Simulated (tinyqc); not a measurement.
Rapid thermal processing of a wafer: radiative balance, ramp and cooling, pattern effects, pyrometer error and spike budget: one step, computed by the program tinyqc.

The wafer is opaque and uniform through its thickness unless said otherwise; temperatures in formulas are in kelvin (C + 273.15). sigma = 5.670374419e-12 W/(cm^2 K^4).

Problem. Power to hold and to ramp. Effective emissivity between parallel grey plates: eps_eff = 1/(1/eps + 1/(1 - r) - 1). Loss per area q(T) = 2 eps_eff sigma (T^4 - T_w^4) + h (T - T_w). Absorbed power during a ramp = q(T) + C d x ramp rate; thermal time constant tau = C d/(dq/dT), dq/dT = 8 eps_eff sigma T^3 + h; natural cooling rate q/(C d); front-to-back difference under one-sided heating at the end of the ramp = (absorbed power) d/(2 k).

Inputs (values chosen for the exercise, modelled on a hot silicon wafer):

| quantity | value | unit |
|---|---|---|
| wafer thickness d | 775 | micrometre |
| heat capacity per volume C | 2.24 | J/(cm^3 K) |
| thermal conductivity k | 0.26 | W/(cm K) |
| emissivity eps of each face | 0.63 | - |
| reflectivity of the chamber walls r | 0.63 | - |
| gas heat-transfer coefficient h, both faces together | 1.4 | mW/(cm^2 K) |
| wall temperature T_w | 500 | K |
| process temperature | 1130 | C |
| ramp rate | 88 | K/s |

Give: eps_eff; holding power q; power at the end of the ramp; dq/dT; time constant tau; natural cooling rate; front-to-back difference.

Solution.

eps_eff = 0.30395

holding power q = 14.411 W/cm^2

power at the end of the ramp = 29.687 W/cm^2

dq/dT = 39.491 mW/(cm^2 K)

time constant tau = 4.3960 s

natural cooling rate = 83.011 K/s

front-to-back difference = 4.4246 K

Radiation carries 91 % of the loss. The ramp needs 2.1 times the holding power.
